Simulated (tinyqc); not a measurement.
## Read current of a NAND string, cells in series solved by shooting: effect of the read voltage on the selected word line

Cells in series, numbered from 0 at the source line (0 V) to the bit line, each followed by a gap resistance Rg. A cell with gate Vg, threshold VT, source Vs and drain Vd passes I = 2 nf K Vt^2 [F(Vs) - F(Vd)]/(1 + th max(Vg - VT, 0)), F(V) = ln^2(1 + exp((Vg - VT - nf V)/(2 nf Vt))). The selected cell has Vg = Vr, the others Vg = Vp.

For a trial current I start at 0 V and, cell by cell, solve for the drain: sqrt(F(Vd)) = sqrt(F(Vs) - I/k), k = 2 nf K Vt^2/(1 + th max(Vg - VT, 0)), Vd = [Vg - VT - 2 nf Vt ln(exp(sqrt F) - 1)]/nf, then add I Rg. The string current is the I for which the last node reaches Vbl. The apparent threshold is the Vr at which I = Is. Background: all other cells erased (VT = Ve) or all in the highest state (VT = Vh); ratio and shift are high over erased and high minus erased. The string has 128 cells and the selected one is cell 64.

Parameters, values chosen for the exercise; values of the order met in vertical NAND strings: temperature T = 300 K; gain factor of a cell K = 10 uA/V^2; slope factor nf = 2.2; mobility reduction factor th = 0.18 1/V; resistance of the gap between cells Rg = 1 kohm; bit-line voltage Vbl = 0.7 V; pass voltage Vp = 6.3 V; threshold of an erased cell Ve = -0.9 V; threshold of the highest state Vh = 4.3 V; threshold of the selected cell Vx = 1.6 V; sensing current Is = 10 nA.

Constants: q = 1.602176634e-19 C, kB = 1.380649e-23 J/K, Vt = kB T/q. Results are converted to the units shown.

The same in every row: apparent VT, erased (V) = 1.620; apparent VT, high (V) = 1.674; background shift (mV) = 53.87.

Effect of the read voltage on the selected word line:
```
Vr (V)	I, others erased (uA)	I, others high (uA)	ratio
1.3	1.389e-4	1.373e-4	0.9883
1.7	0.01749	0.01148	0.6563
2.1	0.07163	0.03761	0.5251
2.5	0.1298	0.04794	0.3694
2.9	0.1434	0.04865	0.3394
3.3	0.1459	0.04886	0.3350
3.7	0.1469	0.04896	0.3332
4.1	0.1475	0.04902	0.3323
```

What does the comparison show?

As Vr goes from 1.3 to 4.1 V, the current with erased neighbours rises from 1.39e-4 to 0.147 uA, that with high neighbours rises from 1.37e-4 to 0.0490 uA and the ratio falls from 0.988 to 0.332. The apparent thresholds do not depend on Vr.

Numbers from tinyqc (`OMP_NUM_THREADS=1 python tinyqc.py 2142105 2142106 out.jsonl`; about 1 s on one thread of a shared Intel Xeon 2.30GHz).
